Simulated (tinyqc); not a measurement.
Inside a calculation. Method: Hubbard chain of 2 sites. One step of it, computed by the program tinyqc.

Problem. The many-body Hamiltonian. Basis: all placements (u, d, 2, 0 on each site), up operators ordered before down ones; hops carry the sign of the same-spin electrons passed.

one-body matrix (hopping and site energies) (eV):
```
           1          2
1   0.960000  -1.750000
2  -1.750000   0.250000
```

U = 6.200000 eV

electrons, up and down: 1  1

Give: H.

Solution.

H (eV):
```
         20       ud       du       02
20   8.1200  -1.7500  -1.7500   0.0000
ud  -1.7500   1.2100   0.0000  -1.7500
du  -1.7500   0.0000   1.2100  -1.7500
02   0.0000  -1.7500  -1.7500   6.7000
```
